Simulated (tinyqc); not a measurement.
Inversion-layer mobility, back-scattering and ballistic limit of a field-effect transistor: one step, computed by the program tinyqc.

The charge at the top of the source barrier is fixed by the gate; series resistance and short-channel effects are left out. F_j are Fermi integrals normalised to exp(eta) in the classical limit.

Problem. Back-scattering. F_j(eta) = (1/Gamma(j + 1)) int_0^infinity x^j/(1 + exp(x - eta)) dx, F_0 = ln(1 + exp(eta)). Integrals over x = E/(k_B T) use 160 Gauss-Legendre points in u = sqrt(x) from 0 to sqrt(max(eta, 0) + 32). Ballistic channel: N_2D = g_v m k_B T/(pi hbar^2), U = e V_D/(k_B T); eta_F solves N_inv = (N_2D/2)[F_0(eta_F) + F_0(eta_F - U)]; v_T = sqrt(2 k_B T/(pi m)); I/W = e (N_2D/2) v_T [F_1/2(eta_F) - F_1/2(eta_F - U)]; injection velocity v_T F_1/2(eta_F)/F_0(eta_F). Mean free path lambda = (2 k_B T/e)(mu/v_T) F_0(eta_0)/F_-1/2(eta_0), with eta_0 from N_inv = N_2D F_0(eta_0); critical length l = L (1 + U)^(-a), an empirical rule; back-scattering r = l/(l + lambda). Then eta solves N_inv = (N_2D/2)[(1 + r) F_0(eta) + (1 - r) F_0(eta - U)] and I/W = e (N_2D/2) v_T (1 - r)[F_1/2(eta) - F_1/2(eta - U)]. Ballistic ratio: I over the ballistic current. Apparent mobility 1/(1/mu + 1/mu_B), mu_B = mu L/lambda.

Inputs (values chosen for the exercise, modelled on an InGaAs n-channel):

| quantity | value | unit |
|---|---|---|
| transport mass m | 0.046 | m_0 |
| valley degeneracy g_v | 1 | - |
| gate overdrive V_G - V_T | 0.29 | V |
| drain voltage V_D | 0.32 | V |
| channel length L | 490 | nm |
| exponent a of the critical length | 0.8 | - |
| temperature T | 300 | K |

Statistics at the top of the barrier: Fermi-Dirac.

inversion density N_inv = 1.894031e+12 1/cm^2

effective mobility mu = 1811.384 cm^2/(V s)

Constants: m_0 = 9.1093837015e-31 kg; k_B = 1.380649e-23 J/K; hbar = 1.054571817e-34 J s; k_B = 8.617333262e-05 eV/K; e = 1.602176634e-19 C.

Give: eta_0; mean free path lambda; critical length l; back-scattering coefficient r; current I/W; ballistic ratio; apparent low-field mobility.

Solution.

eta_0 = 3.790

mean free path lambda = 67.13 nm

critical length l = 61.53 nm

back-scattering coefficient r = 0.4782

current I/W = 480.4 microampere/micrometre

ballistic ratio = 0.2981

apparent low-field mobility = 1593 cm^2/(V s)

L/lambda = 7.30, but at this drain voltage only the first 61.5 nm can return a carrier to the source, so the device works at 30 % of its ballistic limit. Caution: the current exceeds the long-channel drift law, so the empirical rule for l, meant for short channels, is too generous here. Caution: in a degenerate gas the layer that can return carriers is set by E_F rather than k_B T, so l is underestimated.
